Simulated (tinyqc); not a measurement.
Standing waves and exposure in a photoresist film: one step. Round trip and reflectance. Five cases, with inputs chosen for the exercise.

Problem. Form p^2, the denominator and R; the period of the standing wave is lam/(2 n1).

Normal incidence from air. Unexposed resist: N1 = n1 + i k1 with k1 = (A + B) lam/(4 pi), lam in micrometres. r01 = (1 - N1)/(1 + N1), t01 = 2/(1 + N1). Below the resist lie the layer Na = na + i ka and the substrate Ns = ns + i ks: r12 = (r1a + ras x)/(1 + r1a ras x), x = exp(4 pi i Na da/lam), r1a = (N1 - Na)/(N1 + Na), ras = (Na - Ns)/(Na + Ns). With p = exp(2 pi i N1 d/lam), the field at depth z is E(z) = t01 [exp(2 pi i N1 z/lam) + r12 p^2 exp(-2 pi i N1 z/lam)]/(1 + r01 r12 p^2), the relative intensity I(z) = n1 |E(z)|^2 and the reflectance R = |(r01 + r12 p^2)/(1 + r01 r12 p^2)|^2.

Case 1.

Values chosen (out of a larger set: a resist on Cu, indices near tabulated ones; not measured data): d = 165 nm (resist thickness); lam = 193 nm (vacuum wavelength).

N1 = 1.6870000+0.0152049i
r01 = -0.255699-0.004212i
r12 = 0.051967-0.020909i

Case 2.

Values chosen (out of a larger set: a resist on polySi, indices near tabulated ones; not measured data): d = 164 nm (resist thickness); lam = 193 nm (vacuum wavelength).

N1 = 1.7320000+0.0062970i
r01 = -0.267939-0.001687i
r12 = -0.134206-0.208116i

Case 3.

Values chosen (out of a larger set: a resist on Si, indices near tabulated ones; not measured data): d = 557 nm (resist thickness); lam = 248 nm (vacuum wavelength).

N1 = 1.7410000+0.0138146i
r01 = -0.270358-0.003677i
r12 = -0.166596-0.203253i

Case 4.

Values chosen (out of a larger set: a resist on Al, indices near tabulated ones; not measured data): d = 211 nm (resist thickness); lam = 193 nm (vacuum wavelength).

N1 = 1.6670000+0.0145905i
r01 = -0.250116-0.004102i
r12 = 0.132614-0.182617i

Case 5.

Values chosen (out of a larger set: a resist on Al, indices near tabulated ones; not measured data): d = 137 nm (resist thickness); lam = 193 nm (vacuum wavelength).

N1 = 1.6980000+0.0153585i
r01 = -0.258734-0.004220i
r12 = -0.058572+0.032524i

Give: p^2; 1 + r01 r12 p^2; R; period.

Solution.

Case 1.

p^2 = 0.6353-0.5636i
1 + r01 r12 p^2 = 0.9944+0.0108i
R = 0.0578
period = 57.20 nm

The film holds 2.88 periods.

Case 2.

p^2 = 0.8767-0.3250i
1 + r01 r12 p^2 = 1.0494+0.0375i
R = 0.2042
period = 55.72 nm

The film holds 2.94 periods.

Case 3.

p^2 = 0.2901-0.6118i
1 + r01 r12 p^2 = 1.0468-0.0110i
R = 0.1805
period = 71.22 nm

The film holds 7.82 periods.

Case 4.

p^2 = -0.5018-0.6465i
1 + r01 r12 p^2 = 1.0462-0.0007i
R = 0.1727
period = 57.89 nm

The film holds 3.64 periods.

Case 5.

p^2 = -0.7381+0.4643i
1 + r01 r12 p^2 = 0.9925+0.0131i
R = 0.0571
period = 56.83 nm

The film holds 2.41 periods.

Computed by tinyqc, one run a case: `OMP_NUM_THREADS=1 python tinyqc.py N N+1 out.jsonl` with N = 1680258, 1680457, 1680576, 1680608, 1680839; one thread of a shared Intel(R) Xeon(R) Processor @ 2.30GHz, about 0.01 s a run at most.
